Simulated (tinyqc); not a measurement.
Error of each scheme against the width: smearing for a one-band metal on the fcc lattice.

Lattice vectors (units of a): a1 = (0, 1/2, 1/2), a2 = (1/2, 0, 1/2), a3 = (1/2, 1/2, 0). E(k) = -t A_1(k) - t2 A_2(k), A_m the sum of cos(k . R) over the 12 nearest and 6 second lattice vectors. Mesh k = sum (j_i/N) b_i, j_i = 0 .. N-1.

With x = (E_k - mu)/sigma: Fermi-Dirac f = 1/(1 + exp(x)), s = -f ln f - (1 - f) ln(1 - f); Gaussian f = erfc(x)/2, s = exp(-x^2)/(2 sqrt(pi)); Methfessel-Paxton (first order) f = erfc(x)/2 - x exp(-x^2)/(2 sqrt(pi)), s = (1 - 2 x^2) exp(-x^2)/(4 sqrt(pi)); cold (Marzari-Vanderbilt) with y = x + 1/sqrt(2), f = erfc(y)/2 + exp(-y^2)/sqrt(2 pi), s = y exp(-y^2)/sqrt(2 pi). With weights w = points/N^d (d the dimension), mu solves 2 sum w f = ne; E = 2 sum w f E_k, S = 2 sum w s, F = E - sigma S.

Parameters, chosen for this exercise: t = 0.48 eV (nearest hopping); t2 = 0.02 eV (second hopping); ne = 1.16 (electrons per cell).

All on the dense mesh N = 40. The reference is F of first-order Methfessel-Paxton smearing with sigma = 0.05 t on the mesh N = 40; it moves by 0.00 meV on the mesh N = 50; in three dimensions such meshes can agree by chance and the reference may be off by about 1 meV, so smaller errors are not resolved.

Errors (meV per cell):

| sigma (eV) | FD F | FD (E+F)/2 | Gauss F | Gauss (E+F)/2 | MP F | cold F |
|---|---|---|---|---|---|---|
| 0.048 | -2.28 | 0.00 | -0.35 | -0.01 | -0.01 | -0.02 |
| 0.072 | -5.13 | 0.01 | -0.78 | -0.01 | -0.01 | -0.03 |
| 0.096 | -9.13 | 0.02 | -1.39 | -0.01 | -0.01 | -0.03 |
| 0.144 | -20.59 | 0.04 | -3.11 | 0.00 | 0.00 | -0.04 |
| 0.192 | -36.59 | -0.17 | -5.54 | 0.01 | 0.01 | -0.09 |
| 0.288 | -81.17 | -2.88 | -12.49 | 0.03 | 0.04 | -0.31 |
| 0.384 | -139.86 | -10.54 | -22.25 | 0.07 | 0.09 | -0.88 |

reference = -1.14303 eV

Doubling sigma from 0.096 to 0.192 eV multiplies the error of F by 4.0 (Fermi-Dirac) and 4.0 (Gaussian); a pure sigma^2 term would give 4. At the smallest width Fermi-Dirac errs 6.5 times as much as Gaussian, against 2 pi^2/3 = 6.6 for the ratio of the sigma^2 terms at equal sigma. At the largest width the sizes of the errors rank Gauss (E+F)/2 0.1, MP F 0.1, cold F 0.9, FD (E+F)/2 10.5, Gauss F 22.2, FD F 139.9 meV; below about 1 meV this order, and the ratios at the smallest width, carry the noise of the mesh.

(tinyqc, `OMP_NUM_THREADS=1 python tinyqc.py 1680778 1680779 out.jsonl`, Intel(R) Xeon(R) Processor @ 2.30GHz, 1 thread, shared host, about 0.2 s.)
